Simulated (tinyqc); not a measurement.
Worked calculation: two electrons on one impurity (helium-like model). Values are carried at full precision from step to step, so a last printed digit may differ when a step is redone from the rounded ones.

Units Ha* = 2 Ry m/eps^2 and a* = a0 eps/m. One electron is bound by Z^2/2. Two electrons in the singlet built from exp(-a r) and exp(-b r): S = 8 (ab)^(3/2)/(a + b)^3, h_aa = a^2/2 - Z a, h_bb alike, h_ab = S (ab/2 - Z (a + b)/2), J = ab (a^2 + 3ab + b^2)/(a + b)^3, K = 20 (ab)^3/(a + b)^5, E = (h_aa + h_bb + 2 S h_ab + J + K)/(1 + S^2). For a = b this is a^2 - 2 Z a + 5a/8. Real double donors are deeper, since the central cell is left out.

Constants: Ry = 13.60569312 eV; a0 (Bohr radius) = 0.5291772105 angstrom.

Values chosen for the exercise (near those of impurities in Si; not measured data):

| symbol | value | unit | meaning |
|---|---|---|---|
| m | 0.302 | m0 | one mean mass |
| eps | 11.4 |  | dielectric constant |
| Z | 1 |  | effective charge (1: D- centre, 2: double donor; other values mimic a central cell) |
| ab | (1.14, 0.24) | 1/a* | trial exponents a, b |

## Units and equal orbitals

Give Ha*, a*, the best common exponent Z - 5/16, E = -(Z - 5/16)^2, and the binding of the second electron -Z^2/2 - E.

Ha* = 63.234 meV
a* = 19.98 angstrom
exponent = 0.6875
E with equal orbitals = -0.47266 Ha*
binding of the second electron = -1.73 meV

With equal orbitals the second electron is not bound; this is a fault of the trial function, since unequal orbitals do bind it.

## Unequal orbitals

Evaluate the integrals and E.

S, h_aa, h_bb, h_ab, J, K: 0.43564  -0.49020  -0.21120  -0.24100  0.22674  0.08184

E = -0.50664 Ha*

This lies 0.0340 Ha* below the best equal-orbital value -(Z - 5/16)^2.

## The minimum over a and b

Give a, b, E, both binding energies and U, their difference.

a, b (1/a*): 1.039  0.283

E = -0.51330 Ha*

binding of the first and second electron (meV): 31.62  0.84

U = 30.78 meV

Letting one electron stay close and the other roam (decay lengths 19 and 71 angstrom) gains 2.57 meV. The exact value for Z = 1 is -0.52775, a binding of 1.75 meV, so this function recovers 48 % of it.

## Checks

- Minimum for Z = 1 against the known -0.51330: both -0.51330.
- Minimum for Z = 2 against the known -2.87566: both -2.87566.

Run: tinyqc, `OMP_NUM_THREADS=1 python tinyqc.py 1282706 1282707 out.jsonl`; Intel(R) Xeon(R) Processor @ 2.30GHz, one thread, shared host; about 0.05 s of CPU time with all checks.
